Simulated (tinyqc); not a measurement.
Concentration-dependent dopant diffusion with charged defects and the built-in field: one step, computed by the program tinyqc. Command: `OMP_NUM_THREADS=1 python tinyqc.py 3013465 3013466 out.jsonl extrinsic walk`. One thread of a shared host (Intel(R) Xeon(R) Processor @ 2.30GHz), about 0.06 s of CPU time with the checks.

A constant source C_s feeds a half space. The dopant moves through neutral point defects and through charged ones, whose number grows with the majority carrier density n.

Task: Diffusivity at the surface. n = C/2 + sqrt(C^2/4 + n_i^2); D(C) = h [Dx + D1 (n/n_i)], h = 1.

Inputs (values chosen for the exercise, modelled on arsenic in silicon): surface concentration C_s = 6.3e+19 1/cm^3; temperature T = 1025 C.

Field enhancement: off.

n_i = 8.150293e+18 1/cm^3

partial diffusivities (cm^2/s): Dx 4.320434e-16, D1 2.051751e-15

intrinsic diffusivity D_i = 2.483795e-15 cm^2/s

Give: n/n_i; field factor h; surface diffusivity D_s; enhancement D_s/D_i.

Result:

n/n_i = 7.857

field factor h = 1

surface diffusivity D_s = 1.655e-14 cm^2/s

enhancement D_s/D_i = 6.664

C_s is 7.73 times n_i: diffusion is extrinsic near the surface. At such a C_s dopants can cluster or exceed their solubility, which the model leaves out. Caution: the built-in field is switched off although C_s exceeds n_i; with it D_s would be larger by the factor 1 + C_s/sqrt(C_s^2 + 4 n_i^2).
